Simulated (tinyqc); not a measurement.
# Worked calculation: current crowding under a contact, resistor ladder against the transmission-line model

Program tinyqc, `OMP_NUM_THREADS=1 python tinyqc.py 2760136 2760137 out.jsonl`; Intel Xeon 2.30GHz, shared host, one thread, about 0.01 s. Printed values are rounded.

A metal contact of length d and width W on a thin layer of the same width. The metal has no resistance, the sheet resistance under it equals Rsh, and current enters the layer at the front edge x = 0.

Inputs (values chosen for the exercise): sheet resistance of the semiconductor layer Rsh = 690 ohm/sq; specific contact resistivity rc = 2.6e-6 ohm cm^2; contact length d = 0.8 um; contact width W = 8.6 um; cells n = 5; current I = 0.1 mA.

## Conductances of the ladder

Cut the contact into n cells of length hc = d/n. Neighbouring cell centres are joined by a = W/(Rsh hc), each centre joins the metal (0 V) by g = W hc/rc, and I enters cell 1 through half a cell: -a v_(i-1) + b_i v_i - a v_(i+1) = I for i = 1 and 0 otherwise, b_i = g + 2 a (g + a at both ends). Rc = v_1/I + 1/(2 a).

a = 0.07789855 S
g = 0.005292308 S
b_i, cell 1 to 5 (S): [0.08319086, 0.1610894, 0.1610894, 0.1610894, 0.08319086]

## Voltages and the share of the current

Cut the contact into n cells of length hc = d/n. Neighbouring cell centres are joined by a = W/(Rsh hc), each centre joins the metal (0 V) by g = W hc/rc, and I enters cell 1 through half a cell: -a v_(i-1) + b_i v_i - a v_(i+1) = I for i = 1 and 0 otherwise, b_i = g + 2 a (g + a at both ends). Rc = v_1/I + 1/(2 a). Cell i passes g v_i to the metal.

v_i, cell 1 to 5 (mV): [5.122558, 4.186856, 3.535603, 3.124552, 2.925779]
share of the current, cell 1 to 5 (%): [27.11016, 22.15813, 18.71150, 16.53609, 15.48412]
Rc of the ladder = 57.64419 ohm

The first cell passes 27.1 % of the current and the last 15.5 %; an even spread would give 20.0 % each.

## The transmission-line result

Transfer length Lt = sqrt(rc/Rsh); front resistance Rc = (Rsh Lt/W) coth(d/Lt); end resistance Re = (Rsh Lt/W)/sinh(d/Lt). v(x) = I (Rsh Lt/W) cosh((d - x)/Lt)/sinh(d/Lt) at the cell centres x = (i - 1/2) d/n.

Lt = 0.6138498 um
Rc = 57.09850 ohm
Re = 28.88949 ohm
v(x), cell 1 to 5 (mV): [5.114729, 4.176830, 3.524308, 3.112581, 2.913518]

The ladder's Rc is 0.96 % above this value, with cells 0.26 Lt long.
